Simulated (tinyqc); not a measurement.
Power iteration on a symmetric matrix, step by step. One step of it, computed by the program tinyqc.

Problem. Step 1. w = (A - shift) v; v' = w/|w| with its largest component positive (the first on a tie); lambda = v'^T A v'.

A:
$$\begin{pmatrix}
0.276000 & 0.602000 & 0.840000 & 0.489000 & 0.020000 & -1.176000 \\
0.602000 & 0.509000 & 0.768000 & 0.010000 & 1.064000 & -0.368000 \\
0.840000 & 0.768000 & 0.760000 & 0.296000 & 0.390000 & -1.247000 \\
0.489000 & 0.010000 & 0.296000 & 2.412000 & -1.011000 & 0.847000 \\
0.020000 & 1.064000 & 0.390000 & -1.011000 & 3.511000 & 0.799000 \\
-1.176000 & -0.368000 & -1.247000 & 0.847000 & 0.799000 & 4.094000
\end{pmatrix}$$

vector v at the start: [0.408248, 0.408248, 0.408248, 0.408248, 0.408248, 0.408248]

shift = 1.860000

Give: vector after step 1; Rayleigh quotient after step 1.

Solution.

vector after step 1: [-0.2311, 0.2071, -0.0151, 0.3379, 0.8322, 0.3111]

Rayleigh quotient after step 1 = 3.5110
